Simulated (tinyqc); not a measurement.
# Scale length and length offset from two DIBL values

Inverse problem. DIBL = exp(-Le/(2 l)) + 2 exp(-Le/l) with Le = L - dL. Find l, dL and the drawn length for a DIBL of 100 mV/V.

DIBL at drawn lengths 120 and 200 nm (mV/V): [112.73955, 18.541547]

Answer. With e = exp(-Le/(2 l)), 2 e^2 + e = DIBL gives e and so Le/l at each length; Le/l is a straight line in L with slope 1/l.

l = 24.00 nm
dL = 6.900 nm
length for 100 mV/V = 125.0 nm

Computed by the program tinyqc: `OMP_NUM_THREADS=1 python tinyqc.py 2002029 2002030 out.jsonl`, one thread of a shared Intel Xeon 2.30GHz, about 0.01 s for the whole run.
